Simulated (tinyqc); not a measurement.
## Small-signal admittance of a forward-biased p+-n diode: effect of the width of the neutral base

Holes injected into a neutral base of width wb with an ohmic contact at its end; low injection, p0 far above the equilibrium density. A small voltage v exp(i w t), w = 2 pi f, modulates the edge density by p0 v/Vt, and the small-signal density obeys Dp d2p/dx2 = (1/tau + i w) p.

L = sqrt(Dp tau); direct current J = (q Dp p0/L) coth(wb/L); k = sqrt(1 + i w tau)/L; diffusion admittance Y = (q Dp p0/Vt) k coth(k wb) = G + i w C_diff; junction capacitance C_j = sqrt(q eps0 eps_r Nd/(2 Vr)) in the depletion approximation, with the remaining barrier Vr = Vt ln(Na/p0), a rough value under forward bias; base-width modulation is left out. Measured admittance 1/[Rs + 1/(Y + i w C_j)].

Inputs (values chosen for the exercise); permittivity close to that of gallium arsenide:
```
symbol,value,unit,meaning
T,300,K,temperature
eps_r,12.9,,relative permittivity
Nd,1.7e15,cm^-3,donor density of the base
Dp,4.4,cm^2/s,hole diffusion coefficient
tau,7e-7,s,hole lifetime
p0,1.2e14,cm^-3,excess hole density at the junction edge
Na,4e19,cm^-3,acceptor density of the p+ side
Rs,0.0046,ohm cm^2,series resistance
f,5.1e6,Hz,signal frequency
```

Constants: q = 1.602176634e-19 C, kB = 1.380649e-23 J/K, Vt = kB T/q, eps0 = 8.8541878128e-14 F/cm where lengths are in cm. Results are converted to the units shown.

The same in every row: w tau = 22.431; C_j (uF/cm^2) = 0.021752.

Effect of the width of the neutral base:
```
wb (um)  G (S/cm^2)  C_diff (uF/cm^2)  measured G (S/cm^2)  measured C (uF/cm^2)  phase of the measured Y (degrees)
0.88         37.219          0.021807               31.784              0.031754                             1.8337
1.7          19.328          0.042079               17.765              0.053829                             5.5459
3.4          9.8934          0.083495               9.5086              0.096263                             17.974
6.8          6.1036           0.15497               6.0726               0.16710                             41.404
14           6.3662           0.19284               6.3843               0.20236                             45.446
27           6.3845           0.19057               6.3974               0.20019                             45.079
53           6.3850           0.19057               6.3979               0.20019                             45.077
110          6.3850           0.19057               6.3979               0.20019                             45.077
```

What does the table show?

As wb goes from 0.88 to 110, G goes from 37.2 through a minimum of 6.10 (at wb = 6.8 among the rows listed) to 6.39 S/cm^2, C_diff goes from 0.0218 through a maximum of 0.193 (at wb = 14 among the rows listed) to 0.191 uF/cm^2 and the measured C goes from 0.0318 through a maximum of 0.202 (at wb = 14 among the rows listed) to 0.200 uF/cm^2. C_diff exceeds C_j in every row.

Computed by the program tinyqc: `OMP_NUM_THREADS=1 python tinyqc.py 2890158 2890159 out.jsonl`, one thread of a shared Intel Xeon 2.30GHz, about 0.01 s for the whole run.
